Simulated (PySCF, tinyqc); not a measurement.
Coupled-perturbed Hartree-Fock on RHF in the sto-6g basis, for H6, spin multiplicity 1, step by step. The lowest restricted solution is unstable here: a spin-polarised one lies 0.0529 hartree lower (PySCF). One step of it, computed by the program tinyqc.

Question. Response to a field: uncoupled start. Field along z; U_ai = -mu_ai / (e_a - e_i), alpha = -4 sum U_ai mu_ai.

orbital energies (hartree): [-0.610901, -0.492769, -0.282122, 0.130228, 0.482662, 0.817799]

dipole integrals <a|z|i> (bohr), order a4, a5, a6:
```
[[-0.180310, -0.001465, -2.995508],
 [-0.000649, -0.332042, -0.001172],
 [-0.052156, -0.000604, -0.203066]]
```

Give: uncoupled U; uncoupled polarisability.

Answer.

uncoupled U, order a4, a5, a6:
```
[[0.2433, 0.0024, 7.2645],
 [0.0006, 0.3404, 0.0015],
 [0.0365, 0.0005, 0.1846]]
```

uncoupled polarisability = 87.8286 bohr^3
